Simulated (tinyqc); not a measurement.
Schottky diode by the thermionic emission-diffusion theory: one step of the calculation.

Metal on an n-type semiconductor with one parabolic valley; V > 0 is forward bias (metal positive). The band bends as a parabola over the depletion layer, by Vd = Vbi - V; no image force. Carriers drift and diffuse up to the interface and leave it with the velocity vR.

Task. Diffusion velocity. LD = sqrt(eps0 eps_r Vt/(q Nd)), a = sqrt((Vbi - V)/Vt), D(a) = exp(-a^2) int_0^a exp(s^2) ds (Dawson), vD = mun Vt/(sqrt(2) LD D(a)). For large a, vD tends to mun times the surface field sqrt(2 q Nd (Vbi - V)/(eps0 eps_r)).

Values chosen for this exercise; band and dielectric values close to those of gallium arsenide:
- T = 350 K (temperature)
- eps_r = 13 (relative permittivity)
- mun = 400 cm^2/(V s) (electron mobility)
- Nd = 2.8e16 cm^-3 (donor density)
- V = 0.06 V (bias)

Constants: q = 1.602176634e-19 C, kB = 1.380649e-23 J/K, Vt = kB T/q, eps0 = 8.8541878128e-14 F/cm where lengths are in cm. Results are converted to the units shown.

Vbi = 0.27102648 V

Find: LD; a; D(a); vD; mun times the surface field.

Result.

LD = 27.82 nm
a = 2.645
D(a) = 0.2076
vD = 1.477e7 cm/s
mun times the surface field = 1.622e7 cm/s

Numbers from tinyqc (`OMP_NUM_THREADS=1 python tinyqc.py 2640115 2640116 out.jsonl`; about 0.01 s on one thread of a shared Intel Xeon 2.30GHz).
